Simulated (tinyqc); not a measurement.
Fermi-level pinning at a metal contact (Cowley-Sze model): one step of the calculation.

Interface states of density Ds lie behind a thin layer of thickness dl. Neglecting the depletion charge, the barrier for electrons is phi = S (pM - chi) + (1 - S) E0 with S = 1/(1 + q Ds dl/(eps0 ei)); the barrier for holes is Eg - phi.

Question. Barrier. Also the charge in the states, Ds (phi - E0), and the drop across the layer, pM - chi - phi.

Parameters, values chosen for the exercise; material values close to those of gallium nitride: band gap Eg = 3.44 eV; electron affinity chi = 4.07 eV; density of interface states Ds = 1.9e13 cm^-2 eV^-1; depth of their neutrality level below the conduction edge E0 = 1.23 eV; thickness of the interface layer dl = 0.43 nm; its relative permittivity ei = 3.2; metal work function pM = 4.53 eV.

Constants: q = 1.602176634e-19 C, eps0 = 8.8541878128e-14 F/cm where lengths are in cm. Results are converted to the units shown.

Wanted: S; phi; barrier for holes; charge in the states; drop across the layer.

Answer.

S = 0.68400
phi = 0.70332 eV
barrier for holes = 2.7367 eV
charge in the states = -1.0007e13 cm^-2
drop across the layer = -0.24332 V

Program tinyqc, `OMP_NUM_THREADS=1 python tinyqc.py 2430047 2430048 out.jsonl`; Intel Xeon 2.30GHz, shared host, one thread, about 0.01 s.
